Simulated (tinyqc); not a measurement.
Inside a calculation: polytypes by hexagonality, and a cubic inclusion as a quantum well. Values are carried at full precision from step to step, so a last printed digit may differ when a step is redone from the rounded ones.

A layer is h if its two neighbours in the periodic sequence sit on the same site, k otherwise; the hexagonality h is the share of h layers.

Constants: hbar^2/2m0 = 3.80998211 eV angstrom^2.

Inputs chosen for the exercise (of the order of those of InP; the results hold for these values, not for the real material):
```
symbol  value           unit      meaning
E3      1.431           eV        gap of the cubic polytype
E2      1.504           eV        gap of 2H
Ev2     0.038           eV        valence top of 2H above that of 3C
P2      -0.0021         C/m^2     spontaneous polarisation of 2H
m       (0.075, 0.081)  m0        electron mass along c in the cubic layer and in the host
d       3.384           angstrom  thickness of a double layer
eps     12.7                      dielectric constant
N       6                         double layers in the cubic inclusion
```

## Hexagonality

Stacking sequences:
```
polytype,sequence
4H,ABCB
2H,AB
6H,ABCACB
9R,ABCBCACAB
10H,ABCABCBACB
```

Give the h/k string and h of each.

Hexagonality:
```
polytype,h/k string,h
4H,hkhk,0.5000
2H,hh,1.0000
6H,hkkhkk,0.3333
9R,hkhhkhhkh,0.6667
10H,hkkkkhkkkk,0.2000
```

## Gaps and band edges

Gap: E3 + (E2 - E3) h. Valence top Ev2 h and polarisation P2 h, both counted from 3C; Ec = Ev + gap.

Evaluate for each polytype.

Results:
```
polytype,gap (eV),Ev (eV),Ec (eV),P (C/m^2)
4H,1.4675,0.0190,1.4865,-0.00105
2H,1.5040,0.0380,1.5420,-0.00210
6H,1.4553,0.0127,1.4680,-0.00070
9R,1.4797,0.0253,1.5050,-0.00140
10H,1.4456,0.0076,1.4532,-0.00042
```

The widest gap is that of 2H, the narrowest that of 10H. Ev and Ec both rise with h, so 3C collects electrons and the more hexagonal side holes: a staggered line-up.

## The bound level without the field

A cubic inclusion of width L = N d in the host (h = 1) is a well of depth V = Ec(host) - Ec(3C). Square well with mass mismatch: k tan(k L/2) = (m_w/m_b) q, k = sqrt(m_w E/c), q = sqrt(m_b (V - E)/c), c = hbar^2/2m0, lowest root. The depth of the level, V - E, is its binding, and the transition to the valence top of the host is gap(host) - (V - E). The step in polarisation gives a field |F| = |P|/(eps eps0) in a thin inclusion, eps0 = 8.8541878e-12 F/m.

Give V, L, the level E, its depth below the host conduction edge and the transition to the valence top of the host, gap(host) - (V - E).

V = 0.1110 eV
L = 20.304 angstrom
E above the bottom = 0.0906 eV
depth below the host edge = 0.0204 eV
transition = 1.4836 eV

The level keeps 18 % of the well depth. The transition lies above the gap of 3C itself (1.431 eV).

## The polarisation field

Give |F|, the drop |F| L, the bound charge |P|/e per cm^2 (e = 1.602176634e-19 C), and, as a first estimate, the shift -|F| L/2 of the transition for an electron centred in the layer and a hole in the host on the high side.

|F| = 0.187 MV/cm
drop = 37.9 meV
bound charge = 1.31e+12 cm^-2
estimated shift = -19.0 meV

The drop is 34 % of the well depth. The host edge on the low side sinks by 19 meV against the centre, less than the 20 meV by which the flat well binds.

## Checks

- Square-well root against finite differences on a grid of 0.5 angstrom (eV): both 0.091.

Computed by tinyqc, a small Python program: `OMP_NUM_THREADS=1 python tinyqc.py 1880134 1880135 out.jsonl` (the numbers bound the seed that draws the inputs); one thread of a shared host (Intel(R) Xeon(R) Processor @ 2.30GHz), about 0.08 s for the whole set of steps.
